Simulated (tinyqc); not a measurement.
# Single-photon avalanche diode, trigger probability and counting: effects of single changes

A multiplication layer of width W with the uniform field V/W; alpha = an exp(-bn/E) for electrons, beta = ap exp(-bp/E) for holes (local model, no dead space). a = alpha W, b = beta W. Electrons enter at x = 0, holes at x = W. P0 is the probability that an electron entering at 0 starts a lasting avalanche, PW the same for a hole entering at W.

Inputs (values chosen for the exercise); ionisation coefficients close to those of indium phosphide:
```
symbol   value   unit                                                       meaning
an       1.1e7   1/cm                                            electron prefactor
bn         3.1  MV/cm                                                electron field
ap      4.66e6   1/cm                                                hole prefactor
bp        2.61  MV/cm                                                    hole field
W            2     um                             width of the multiplication layer
eta       0.68         probability that a photon makes a pair that enters the layer
Gd       16000    1/s                          thermal generation rate in the layer
td           5     ns                                                     dead time
Cd          53     fF                                             diode capacitance
Rq         100   kohm                                             quench resistance
pa      2.5e-8                           trapping probability per avalanche carrier
tt         8.4     ns                                             trap release time
nph      1.7e7    1/s                                                   photon rate
```

Constants: q = 1.602176634e-19 C. Results are converted to the units shown.

Each table varies one quantity; the others keep the values above.

## Effect of the width of the multiplication layer

Breakdown: ln(a/b) = a - b with a not equal to b. Above it PW/(1 - PW) = [P0/(1 - P0)] exp(b - a) and b ln(1 - P0) = a ln(1 - PW); the mean over pairs made evenly in the layer is Pm = ln[(1 - PW)/(1 - P0)]/(a - b). The excess bias is 10 % of VB in every row.

Results:

| W (um) | VB (V) | E at VB (MV/cm) | beta/alpha at VB | P0 | PW |
|---|---|---|---|---|---|
| 0.15 | 9.1572 | 0.61048 | 0.94532 | 0.62559 | 0.57825 |
| 0.25 | 13.759 | 0.55037 | 1.0319 | 0.65244 | 0.63424 |
| 0.67 | 30.978 | 0.46236 | 1.2225 | 0.69402 | 0.73146 |
| 1.1 | 47.067 | 0.42789 | 1.3315 | 0.71076 | 0.77426 |
| 1.8 | 71.702 | 0.39835 | 1.4495 | 0.72512 | 0.81247 |
| 3 | 111.51 | 0.37170 | 1.5831 | 0.73793 | 0.84750 |
| 5 | 174.18 | 0.34836 | 1.7293 | 0.74890 | 0.87789 |

Estimate the missing row, W = 0.41 um.

Computed row:

| W (um) | VB (V) | E at VB (MV/cm) | beta/alpha at VB | P0 | PW |
|---|---|---|---|---|---|
| 0.41 | 20.599 | 0.50241 | 1.1235 | 0.67482 | 0.68494 |

With this row back in the table: As W grows, VB rises from 9.16 to 174 V, as W^(0.84) on average, the breakdown field falls from 0.610 to 0.348 MV/cm and beta/alpha rises from 0.945 to 1.73. At equal relative excess P0 rises from 0.626 to 0.749 and PW rises from 0.578 to 0.878. For W = 0.15, 0.25 dead space and band-to-band tunnelling, left out here, matter.

## Effect of the excess bias

PDP = eta P0; dark counts Gd Pm; avalanche charge Cd Vx/q; afterpulse probability pa (Cd Vx/q) exp(-td/tt) Pm; true rate n = nph PDP + dark counts; measured n/(1 + n td) (non-paralysable) or n exp(-n td) (paralysable); recharge time Rq Cd.

Effect of the excess bias:

| Vx (V) | Vx/VB (%) | P0 | PW | Pm | PDP | dark counts (1/s) | afterpulse (%) |
|---|---|---|---|---|---|---|---|
| 0.79 | 1.006 | 0.1132 | 0.1606 | 0.1357 | 0.07695 | 2171 | 0.04889 |
| 1.2 | 1.528 | 0.1674 | 0.2331 | 0.1989 | 0.1139 | 3183 | 0.1089 |
| 2 | 2.547 | 0.2652 | 0.3566 | 0.3097 | 0.1804 | 4955 | 0.2825 |
| 3.1 | 3.949 | 0.3836 | 0.4940 | 0.4383 | 0.2609 | 7013 | 0.6196 |
| 5 | 6.369 | 0.5501 | 0.6652 | 0.6087 | 0.3741 | 9739 | 1.388 |
| 7.9 | 10.06 | 0.7304 | 0.8220 | 0.7785 | 0.4966 | 1.246e4 | 2.804 |
| 12 | 15.28 | 0.8788 | 0.9287 | 0.9057 | 0.5976 | 1.449e4 | 4.956 |
| 20 | 25.47 | 0.9818 | 0.9899 | 0.9862 | 0.6677 | 1.578e4 | 8.995 |
| 31 | 39.49 | 0.9995 | 0.9996 | 0.9996 | 0.6797 | 1.599e4 | 14.13 |

VB is 78.51 V. P0 rises from 0.113 to 1.00 and PW rises from 0.161 to 1.00; P0 goes as Vx^(0.94) at the start and Vx^(0.04) at the end. Holes trigger better in every row. The afterpulse probability keeps growing, as Vx^(1.03) at the end, because the avalanche charge grows with Vx. For Vx = 20, 31 the excess bias passes a quarter of VB, where tunnelling adds dark counts that are left out here.

Program tinyqc, `OMP_NUM_THREADS=1 python tinyqc.py 2630103 2630104 out.jsonl`; Intel Xeon 2.30GHz, shared host, one thread, about 0.01 s.
